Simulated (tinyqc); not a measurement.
# Undoped symmetric double-gate MOSFET, analytic potential model, step by step

Computed by the program tinyqc: `OMP_NUM_THREADS=1 python tinyqc.py 2440089 2440090 out.jsonl`, one thread of a shared Intel Xeon 2.30GHz, about 0.01 s for the whole run. Printed values are rounded.

An undoped body of thickness ts between two equal insulators and tied gates; long channel, electrons only, n = ni exp((psi - V)/Vt) with V the quasi-Fermi potential (0 at the source, Vd at the drain), constant mobility, no quantisation. Across the body psi(x) = V - 2 Vt ln[(ts/(2 beta)) sqrt(q ni/(2 eps0 eps_r Vt)) cos(2 beta x/ts)], x from the centre. Q is the electron charge per area of the whole body.

Inputs (values chosen for the exercise); material values those of a made-up semiconductor:

| symbol | value | unit | meaning |
|---|---|---|---|
| T | 400 | K | temperature |
| Eg | 1.09 | eV | band gap |
| eps_r | 14.9 |  | relative permittivity of the semiconductor |
| Nc | 5.57e19 | cm^-3 | conduction-band density of states at T |
| Nv | 4.99e19 | cm^-3 | valence-band density of states at T |
| eox | 7.25 |  | relative permittivity of the gate insulator |
| tox | 1.6 | nm | insulator thickness |
| ts | 25 | nm | body thickness |
| dphi | -0.03 | V | gate work function less that of the intrinsic body |
| mu | 520 | cm^2/(V s) | channel mobility |
| L | 2 | um | gate length |
| Vg | 0.74 | V | gate voltage |
| Vd | 0.8 | V | drain voltage |

Constants: q = 1.602176634e-19 C, kB = 1.380649e-23 J/K, Vt = kB T/q, eps0 = 8.8541878128e-14 F/cm where lengths are in cm. Results are converted to the units shown.

Range of the model: The surface density at the source passes 0.3 Nc, where Boltzmann statistics fail.

## Constants of the body

ni = sqrt(Nc Nv) exp(-Eg/(2 Vt)), Eg in volts; r = eps_r tox/(eox ts); V0 = dphi + 2 Vt ln[(2/ts) sqrt(2 eps0 eps_r Vt/(q ni))].

ni = 7.16605e12 cm^-3
r = 0.131531
V0 = 0.343428 V

## Iteration 1: beta at the source by Newton steps

beta at the start = 1.4

With V = 0: f = ln(beta) - ln(cos beta) + 2 r beta tan(beta) - (Vg - V0)/(2 Vt); f' = 1/beta + tan(beta) + 2 r [tan(beta) + beta/cos^2(beta)]; beta(new) = beta - f/f'.

f = -1.50862
f' = 20.7858
beta after iteration 1 = 1.47258

## Iteration 2: beta at the source by Newton steps

As before.

f = 0.888114
f' = 53.7845
beta after iteration 2 = 1.45607

## Course of the iteration: beta at the source by Newton steps

Stop when beta changes by less than 1e-11, or after 40 iterations. beta must stay between 0 and pi/2.

Course of the iteration:
```
iteration	beta	|change|
1	1.47258	0.0726
2	1.45607	0.0165
3	1.45327	2.80e-3
4	1.45320	6.10e-5
5	1.45320	2.76e-8
6	1.45320	< 1e-14
```

Converged in 6 iterations. At the end the number of correct digits about doubles with each step.

## Charges and drain current

beta_s = 1.45320
beta_d = 0.00287417

beta (between 0 and pi/2) solves (Vg - V0 - V)/(2 Vt) = ln(beta) - ln(cos beta) + 2 r beta tan(beta). Q = 8 eps0 eps_r Vt beta tan(beta)/ts; I = mu (1/L)(4 eps0 eps_r/ts)(2 Vt)^2 [g(beta_s) - g(beta_d)] per width, g = beta tan(beta) - beta^2/2 + r beta^2 tan^2(beta), with beta_s at V = 0 and beta_d at V = Vd.

Qs = 1790.02 nC/cm^2
Qd = 0.00120211 nC/cm^2
g(beta_s) = 31.1476
g(beta_d) = 4.13045e-6
I = 81.2416 uA/um

The term r beta^2 tan^2(beta), which gives the square law, makes up 63.9 % of g at the source.

## Potential and electron density across the body at the source

x/ts, point 0 to 6: 0  0.1  0.2  0.3  0.4  0.45  0.5

psi(x) as above with V = 0 and beta = beta_s; n = ni exp(psi/Vt).

```
point	psi (V)	n (cm^-3)
0	0.399195	7.67221e17
1	0.402149	8.35863e17
2	0.411564	1.09839e18
3	0.429601	1.85361e18
4	0.462884	4.86817e18
5	0.492089	1.13587e19
6	0.546920	5.57399e19
```

The density at the surface is 72.7 times that at the centre (1/cos^2 beta). It reaches 1.0 Nc, where Boltzmann statistics overestimate it.
